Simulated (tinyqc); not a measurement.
Coherent transport through a tight-binding region between two chains, step by step. Computed by tinyqc, a small Python program that keeps every step. Settings: temperature = 77, mu = 0.4. Command: `OMP_NUM_THREADS=1 python tinyqc.py 26279 26280 out.jsonl` (the two numbers bound the seeds that draw the settings). One thread of a shared host (Intel(R) Xeon(R) Processor @ 2.60GHz), about 0.08 s of CPU time with the checks.

## Transmission at E = 0.66 eV

H of the central region (eV):
```
           1          2          3          4          5          6
1   0.000000  -1.130000   0.000000   0.000000   0.000000  -1.130000
2  -1.130000   1.180000  -1.130000   0.000000   0.000000   0.000000
3   0.000000  -1.130000   1.180000  -1.130000   0.000000   0.000000
4   0.000000   0.000000  -1.130000   1.180000  -1.130000   0.000000
5   0.000000   0.000000   0.000000  -1.130000   1.180000  -1.130000
6  -1.130000   0.000000   0.000000   0.000000  -1.130000   0.000000
```

Leads: semi-infinite chains with site energy 0:
```
parameter                           value
lead hopping t (eV)              1.640000
coupling to the left lead (eV)   0.660000
coupling to the right lead (eV)  0.720000
left contact site                       1
right contact site                      5
```

E = 0.660000 eV

Surface Green function g = (E - i sqrt(4 t^2 - E^2)) / (2 t^2); self-energy tc^2 g on each contact site; G = (E - H - Sigma)^(-1); Gamma = -2 Im Sigma; T = Gamma_L Gamma_R |G_LR|^2; local density of states -Im G_ii / pi.

g = 0.122695-0.597284i 1/eV

G (1/eV):
```
                     1                    2                    3                    4
1   0.133118-0.034630i   0.503585-0.049021i   0.098620+0.012072i  -0.458202+0.054576i
2   0.503585-0.049021i   0.027364-0.099514i   0.393963+0.003227i   0.153929+0.100999i
3   0.098620+0.012072i   0.393963+0.003227i   0.082673-0.010587i   0.529036-0.008099i
4  -0.458202+0.054576i   0.153929+0.100999i   0.529036-0.008099i   0.089522-0.104726i
5  -0.309474+0.013043i  -0.323129+0.043251i   0.160778+0.006860i   0.397115-0.040094i
6   0.301943+0.036960i  -0.308962+0.009879i  -0.444121-0.032413i   0.104588-0.024795i

                     5                    6
1  -0.309474+0.013043i   0.301943+0.036960i
2  -0.323129+0.043251i  -0.308962+0.009879i
3   0.160778+0.006860i  -0.444121-0.032413i
4   0.397115-0.040094i   0.104588-0.024795i
5   0.021966-0.025310i   0.492250+0.021003i
6   0.492250+0.021003i   0.155397-0.099239i
```

local density of states (1/eV): 0.011023  0.031676  0.003370  0.033335  0.008057  0.031589

transmission = 0.030917

## Transmission across the band

The same steps on a grid of energies.

T(E):
```
E (eV)              T
-3.11600000  0.000134
-2.80440000  0.000875
-2.49280000  0.004078
-2.18120000  0.024722
-1.86960000  0.398312
-1.55800000  0.248669
-1.24640000  0.118194
-0.93480000  0.129115
-0.62320000  0.273040
-0.31160000  0.468118
0.00000000   0.256930
0.31160000   0.069107
0.62320000   0.032853
0.93480000   0.023366
1.24640000   0.028018
1.55800000   0.130345
1.86960000   0.149731
2.18120000   0.253711
2.49280000   0.051610
2.80440000   0.017159
3.11600000   0.020597
```

levels of the isolated region (eV): -1.717183  -0.352282  -0.246829  1.655898  2.169465  3.210931

## Current

I = (2e/h) int T(E) [f(E - mu - V/2) - f(E - mu + V/2)] dE at 77 K with mu = 0.4 eV, the bias not changing H; 2e^2/h = 77.48092 microsiemens; the integral runs over the band on 4001 points.

Current:
```
V (volt)  I (microampere)
0.010000         0.041479
0.050000         0.207643
0.100000         0.416850
0.200000         0.846429
0.400000         1.802115
0.800000         4.788723
```
